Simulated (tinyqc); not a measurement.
## Quantum-well laser, gain and threshold: effect of the number of wells

One electron and one heavy-hole subband per well, parabolic, with equal sheet densities n of electrons and holes; k-conserving transitions, TE polarisation, no line broadening, so the gain starts as a step at E0 and peaks there. All wells are pumped alike.

Nc = me kB T/(pi hbar^2), Nv = mh kB T/(pi hbar^2), mr = me mh/(me + mh) in m0, g0(E) = q^2 Ep mr/(4 nr eps0 c hbar E Lw) (squared momentum element m0 Ep/4, joint density of states mr/(pi hbar^2 Lw) for both spins). Peak gain g(n) = g0(E0)[1 - exp(-n/Nc) - exp(-n/Nv)]. Mirror loss am = ln(1/(R1 R2))/(2 Lc); threshold gain gth = (ai + am)/(Nw Gw). nth solves g(n) = gth and ntr solves g(n) = 0. Jth = q Nw (A n + B n^2 + C n^3)/eta at n = nth, Ith = Jth Wd Lc; differential efficiency of both facets eta am/(ai + am).

Values chosen for this exercise; well values close to those of strained InGaAsP:

| symbol | value | unit | meaning |
|---|---|---|---|
| T | 273 | K | temperature |
| E0 | 0.854 | eV | lowest transition energy |
| me | 0.0437 | m0 | in-plane electron mass |
| mh | 0.131 | m0 | in-plane hole mass |
| Ep | 23.1 | eV | Kane energy |
| nr | 3.63 |  | refractive index |
| Lw | 8 | nm | well width |
| Gw | 0.022 |  | optical confinement per well |
| ai | 10 | 1/cm | internal loss |
| Lc | 500 | um | cavity length |
| R1 | 0.05 |  | front reflectance |
| R2 | 0.3 |  | back reflectance |
| A | 1e8 | 1/s | defect recombination coefficient |
| B | 5.1e-5 | cm^2/s | radiative coefficient per well |
| C | 3.8e-17 | cm^4/s | Auger coefficient per well |
| eta | 0.87 |  | injection efficiency |
| Wd | 5 | um | stripe width |

Constants: q = 1.602176634e-19 C, kB = 1.380649e-23 J/K, eps0 = 8.8541878128e-12 F/m, hbar = 1.054571817e-34 J s, m0 = 9.1093837015e-31 kg, c = 299792458 m/s. Results are converted to the units shown.

The same in every row: ntr (cm^-2) = 4.9231e11; differential efficiency = 0.70268.

Effect of the number of wells:
```
Nw	gth (1/cm)	nth (cm^-2)	Jth (A/cm^2)	Ith (mA)
1	2363.5	8.3992e11	26.240	0.65601
2	1181.8	6.4248e11	35.129	0.87823
3	787.83	5.8823e11	46.520	1.1630
4	590.88	5.6279e11	58.346	1.4586
5	472.70	5.4802e11	70.323	1.7581
6	393.92	5.3837e11	82.372	2.0593
8	295.44	5.2652e11	106.57	2.6643
10	236.35	5.1952e11	130.84	3.2709
```

As Nw goes from 1 to 10, gth falls from 2360 to 236 1/cm, Jth rises from 26.2 to 131 A/cm^2 and Ith rises from 0.656 to 3.27 mA. Each added well must be pumped to transparency, which costs more than the lower gain saves.

Program tinyqc, `OMP_NUM_THREADS=1 python tinyqc.py 2840033 2840034 out.jsonl`; Intel Xeon 2.30GHz, shared host, one thread, about 0.01 s.
